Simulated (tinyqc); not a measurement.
Finite line against the semi-infinite law: electromigration in a confined line: Blech product, Korhonen stress evolution and Black's law. Computed by tinyqc, a small Python program. Command: `OMP_NUM_THREADS=1 python tinyqc.py 3012109 3012110 out.jsonl emigr walk`. One thread of a shared host (Intel(R) Xeon(R) Processor @ 2.30GHz), about 0.01 s of CPU time with the checks.

The electron wind pushes atoms from the cathode (x = 0) to the anode (x = L); blocking ends build a back stress (tension positive). The input rho is taken not to change with temperature. d sigma/dt = d/dx [kappa (d sigma/dx + G)], with zero flux at both ends and sigma = 0 at t = 0.

Inputs (values chosen for the exercise, close to those used for copper lines):

| quantity | value | unit |
|---|---|---|
| resistivity rho | 3.12 | micro-ohm cm |
| atomic volume Omega | 11.8 | angstrom^3 |
| effective charge number Z* | 2.1 | - |
| prefactor D0 | 2.5e-08 | m^2/s |
| activation energy E | 0.817 | eV |
| effective modulus B | 16 | GPa |
| critical stress sigma_c | 100 | MPa |
| current density j | 3.1 | MA/cm^2 |
| line length L | 130 | um |
| test temperature T | 290 | C |

Start: stress-free.

Constants: e = 1.602176634e-19 C; k_B = 8.617333262e-05 eV/K; k_B = 1.380649e-23 J/K.

Method:
- G = Z* e rho j/Omega; D = D0 exp(-E/(k_B T)); kappa = D B Omega/(k_B T); drift velocity of an unconfined line v = D Z* e rho j/(k_B T). SI: 1 micro-ohm cm = 1e-8 ohm m, 1 MA/cm^2 = 1e10 A/m^2.
- Temperatures in kelvin are T(C) + 273.15.
- At steady state sigma(x) = G (L/2 - x). A void forms only if the cathode stress reaches sigma_c, that is if j L exceeds (j L)_c = 2 Omega (sigma_c)/(Z* e rho). Time scale tau = L^2/kappa.
- sigma(x, t) = G L [1/2 - x/L - 4 sum_(m odd) cos(m pi x/L) exp(-m^2 pi^2 s)/(m pi)^2], s = t/tau, summed to m = 399.
- Semi-infinite line: sigma(0, t) = 2 G L sqrt(s/pi). One-term form: keep m = 1 alone.

tau = 158.452 h

stress gradient G = 27.5781 MPa/um

Cathode stress (MPa):

| s | t (h) | full series | semi-infinite | one term |
|---|---|---|---|---|
| 0.002 | 3.1690e-01 | 180.9 | 180.9 | 368.0 |
| 0.005 | 7.9226e-01 | 286.1 | 286.1 | 409.5 |
| 0.01 | 1.5845e+00 | 404.5 | 404.5 | 476.1 |
| 0.02 | 3.1690e+00 | 572.1 | 572.1 | 599.8 |
| 0.05 | 7.9226e+00 | 903.6 | 904.6 | 905.5 |
| 0.1 | 1.5845e+01 | 1251.0 | 1279.3 | 1251.0 |
| 0.2 | 3.1690e+01 | 1590.7 | 1809.2 | 1590.7 |
| 0.4 | 6.3381e+01 | 1764.5 | 2558.5 | 1764.5 |
| 0.8 | 1.2676e+02 | 1792.0 | 3618.3 | 1792.0 |

What follows from these numbers?

Among these rows the semi-infinite law holds to 1 % up to s = 0.05 and the one-term form from s = 0.05 on: the far end is felt once sqrt(kappa t) is no longer small against L, and by then the terms with m > 1 have nearly died out. The critical stress 100 MPa is already passed in the first row. Caution: rows beyond sigma_c are formal, since a void ends the model there.
